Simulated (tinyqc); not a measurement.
Electromigration in a confined line: Blech product, Korhonen stress evolution and Black's law: one step, computed by the program tinyqc. Command: `OMP_NUM_THREADS=1 python tinyqc.py 3003692 3003693 out.jsonl emigr walk`. One thread of a shared host (Intel(R) Xeon(R) Processor @ 2.30GHz), about 0.01 s of CPU time with the checks.

The electron wind pushes atoms from the cathode (x = 0) to the anode (x = L); blocking ends build a back stress (tension positive). The input rho is taken not to change with temperature. d sigma/dt = d/dx [kappa (d sigma/dx + G)], with zero flux at both ends and sigma = 0 at t = 0.

Problem. Stress along the line. sigma(x, t) = G L [1/2 - x/L - 4 sum_(m odd) cos(m pi x/L) exp(-m^2 pi^2 s)/(m pi)^2], s = t/tau, summed to m = 399. Steady state: G L (1/2 - x/L). Take x/L = 0, 0.1, 0.2, 0.3, 0.4, 0.6, 0.8 and 1.

Inputs (values chosen for the exercise, close to those used for copper lines):

| quantity | value | unit |
|---|---|---|
| critical stress sigma_c | 110 | MPa |
| line length L | 30 | um |
| test temperature T | 330 | C |
| time as a fraction of L^2/kappa, s | 0.31 | - |

Start: stress-free.

stress gradient G = 17.10799 MPa/um

Give: Stress (MPa).

Solution.

Stress (MPa):

| x/L | at time s | steady state |
|---|---|---|
| 0.0 | 246.9 | 256.6 |
| 0.1 | 196.0 | 205.3 |
| 0.2 | 146.1 | 154.0 |
| 0.3 | 96.9 | 102.6 |
| 0.4 | 48.3 | 51.3 |
| 0.6 | -48.3 | -51.3 |
| 0.8 | -146.1 | -154.0 |
| 1.0 | -246.9 | -256.6 |

Caution: stresses above sigma_c are formal, since a void forms first.
